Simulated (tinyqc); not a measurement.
# Worked calculation: off-state leakage of single and stacked transistors

tinyqc, about 0.03 s, one thread, Intel Xeon 2.30GHz (shared host): `OMP_NUM_THREADS=1 python tinyqc.py 2242254 2242255 out.jsonl` Printed values are rounded.

n-channel devices of unit width. Subthreshold current I(Vg, Vs, Vd) = I0 (T/300 K)^0.5 exp[(Vg - Vs - VT(T) - gb (Vs - Vb) + dd (Vd - Vs))/(nf Vt)] (1 - exp(-(Vd - Vs)/Vt)), VT(T) = VT - cT (T - 300 K). Gate-edge tunnelling Ig (Vd/1 V) exp(ag (Vd - 1 V)), for a gate at 0 V, and band-to-band leakage Ab u exp(-Bb/u), u = Vd - Vb + 1 V, flow at a drain held at V; both are taken as independent of T. In a stack of off transistors (all gates at 0 V) the same subthreshold current passes through each.

Parameters, values chosen for the exercise; values of the order met in bulk silicon logic transistors:
- T = 358 K (temperature)
- V = 0.8 V (supply voltage)
- VT = 0.46 V (threshold at 300 K, zero drain and body bias)
- cT = 0.6 mV/K (fall of the threshold with temperature)
- I0 = 0.88 uA/um (current at threshold at 300 K)
- nf = 1.32 (slope factor)
- dd = 0.17 (drain-induced lowering per volt)
- gb = 0.09 (rise of the threshold per volt of source-body bias)
- Ig = 0.0004 uA/um (gate-edge tunnelling current at 1 V)
- ag = 5.5 1/V (exponential slope of the gate current)
- Ab = 30 uA/(um V) (prefactor of band-to-band leakage at the drain)
- Bb = 20 V (its exponential voltage)
- Vb = 0 V (body voltage)

Constants: q = 1.602176634e-19 C, kB = 1.380649e-23 J/K, Vt = kB T/q. Results are converted to the units shown.

## Leakage of one transistor

Vg = Vs = 0, Vd = V; effective threshold VT(T) - gb Vb - dd V.

effective threshold = 0.2892 V
parts (nA/um): subthreshold 0.7917553, gate edge 0.1065187, band-to-band 0.8070483
total = 1.705322 nA/um
shares (%): subthreshold 46.42848, gate edge 6.246253, band-to-band 47.32526

The band-to-band part is the largest.

## Starting value

Vx = dd V/(1 + gb + 2 dd), the solution for Vx well above Vt, rounded to three decimals.

Vx at the start = 0.095 V

## Iteration 1: new Vx

Stack of two, Vx the node between them: I_low = I(0, 0, Vx), I_up = I(0, Vx, V), f = ln(I_up/I_low), f' = -(1 + gb + 2 dd)/(nf Vt) - 1/(Vt (exp(Vx/Vt) - 1)) - 1/(Vt (exp((V - Vx)/Vt) - 1)), Vx(new) = Vx - f/f'.

I_low = 0.03980743 nA/um
I_up = 0.04188025 nA/um
f = 0.05076078
f' = -36.67859 1/V
Vx after iteration 1 = 0.09638393 V

## Iteration 2: new Vx

As before.

I_low = 0.04012275 nA/um
I_up = 0.04012475 nA/um
f = 5.001786e-5
f' = -36.60689 1/V
Vx after iteration 2 = 0.09638530 V

## Course of the iteration

Stop when the step is below 1e-11 V, or after 40 iterations.

Course of the iteration:
```
iteration  Vx before the step (V)  step (V)
1                           0.095   1.38e-3
2                      0.09638393   1.37e-6
3                      0.09638530  1.29e-12
```

Converged in 3 iterations. The subthreshold current of the stack is 0.04012 nA/um, 19.7 times less than that of one transistor (the drain leakage is unchanged); the estimate exp[dd V (1 + gb + dd)/((1 + gb + 2 dd) nf Vt)] gives 19.0.
